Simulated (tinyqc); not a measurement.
What moves the results: Peierls distortion of a half-filled chain. A value that a table varies takes the place of the one given here.

Atoms move by +/- u, so bonds change by -/+ 2u and hoppings are t +/- 2 al u. Bands E = -/+ sqrt((2 t cos x)^2 + D^2 sin^2 x) with D = 4 al u, x = k a in (0, pi/2); the gap is 2D. Energy per atom at zero temperature: E(u) = -mean_x sqrt(...) + 2 K u^2; exactly, the mean is (4t/pi) E(1 - z^2), z = D/2t, E the complete elliptic integral of the second kind with parameter m. Coupling lambda = 2 al^2/(pi t K).

Constants: kB = 8.617333262e-05 eV/K.

Values chosen for the exercise: t = 1.83 eV (hopping of the even chain); al = 5.1 eV/angstrom (change of hopping with bond length); K = 59.4 eV/angstrom^2 (spring constant of a bond).

## Energy against distortion

Exact means; both parts are counted from u = 0.

Energies per atom:

| u (angstrom) | gap (eV) | electrons (meV) | springs (meV) | total (meV) |
|---|---|---|---|---|
| 0.0010 | 0.041 | -0.22 | 0.12 | -0.10 |
| 0.0025 | 0.102 | -1.17 | 0.74 | -0.42 |
| 0.0050 | 0.204 | -4.04 | 2.97 | -1.07 |
| 0.0075 | 0.306 | -8.27 | 6.68 | -1.59 |
| 0.0100 | 0.408 | -13.67 | 11.88 | -1.79 |
| 0.0125 | 0.510 | -20.11 | 18.56 | -1.55 |
| 0.0150 | 0.612 | -27.49 | 26.73 | -0.76 |
| 0.0175 | 0.714 | -35.73 | 36.38 | 0.66 |
| 0.0220 | 0.898 | -52.53 | 57.50 | 4.97 |

What does this show, and why?

The ratio of electronic gain to elastic cost is 1.85 in the first row and 0.91 in the last: the gain goes as u^2 ln(1/u), so it wins at small u for any K. The total is lowest at u = 0.0100 angstrom and turns positive between 0.0150 and 0.0175.

## A coarse mesh hides or distorts the instability

u0 from the gap equation K = 4 al^2 mean(sin^2 x/|E|) on the mesh x_j = (j + 1/2) pi/(2N); 0 where it has no root.

Results:

| N | u0 (angstrom) | gap (eV) | smallest \|E\| at u = 0 (eV) |
|---|---|---|---|
| 1 | 0.0000 | 0.000 | 2.588 |
| 2 | 0.0000 | 0.000 | 1.401 |
| 3 | 0.0000 | 0.000 | 0.947 |
| 4 | 0.0000 | 0.000 | 0.714 |
| 6 | 0.0000 | 0.000 | 0.478 |
| 8 | 0.0005 | 0.020 | 0.359 |
| 12 | 0.0086 | 0.351 | 0.239 |
| 20 | 0.0098 | 0.401 | 0.144 |
| 40 | 0.0100 | 0.407 | 0.072 |
| 4000 | 0.0100 | 0.407 | 0.001 |

How do the results move?

For N = 1, 2, 3, 4 and 6 no distortion is found: the mesh leaves its own gap at u = 0, which cuts off the logarithm. u0 is within 1 % of the last row from N = 40 on; the mesh must resolve D = 0.204 eV, and the coherence length xi/a = 2t/D is 18.0.

## Closing of the gap with temperature

The gap equation gains the factor tanh(|E|/2kT); 4000 points; Tp is where its root reaches zero.

Results:

| T/Tp | T (K) | u (angstrom) | u/u0 |
|---|---|---|---|
| 0.20 | 266 | 0.0100 | 1.000 |
| 0.40 | 532 | 0.0098 | 0.985 |
| 0.60 | 799 | 0.0091 | 0.908 |
| 0.70 | 932 | 0.0083 | 0.830 |
| 0.80 | 1065 | 0.0071 | 0.712 |
| 0.90 | 1198 | 0.0053 | 0.528 |
| 0.95 | 1265 | 0.0038 | 0.381 |
| 0.99 | 1318 | 0.0017 | 0.173 |

Tp = 1331 K

What can be read from the table?

D(0)/(kB Tp) = 1.775, against 1.764 at weak coupling. u/u0 is 0.908 at 0.6 Tp and 0.528 at 0.9 Tp, and near Tp it goes as sqrt(1 - T/Tp): 2.20 between the last two rows against sqrt(5) = 2.24. In a single chain fluctuations forbid this transition; coupling between chains sets the real one, far lower.

## What moves the distortion

Exact means. Each row changes one parameter from the base and keeps the others.

Results:

| case | lambda | u0 (angstrom) | gap (eV) | E(u0) - E(0) (meV) |
|---|---|---|---|---|
| base | 0.1523 | 0.0100 | 0.407 | -1.79 |
| t = 1.922 eV | 0.1450 | 0.0089 | 0.362 | -1.35 |
| al = 5.355 eV/angstrom | 0.1679 | 0.0130 | 0.555 | -3.31 |
| K = 62.37 eV/angstrom^2 | 0.1451 | 0.0085 | 0.345 | -1.29 |

What does this show?

The largest shifts from the base row, up to three for each result and ties (the steps differ in size, so this ranks the rows, not the parameters). lambda: al +0.0156, t -0.0073, K -0.0073. u0 (angstrom): al +0.0030, K -0.0015, t -0.0011. gap (eV): al +0.148, K -0.062, t -0.045. E(u0) - E(0) (meV): al -1.52, K +0.50, t +0.44.

Run: tinyqc, `OMP_NUM_THREADS=1 python tinyqc.py 1651052 1651053 out.jsonl`; Intel(R) Xeon(R) Processor @ 2.30GHz, one thread, shared host; about 0.07 s of CPU time with all checks.
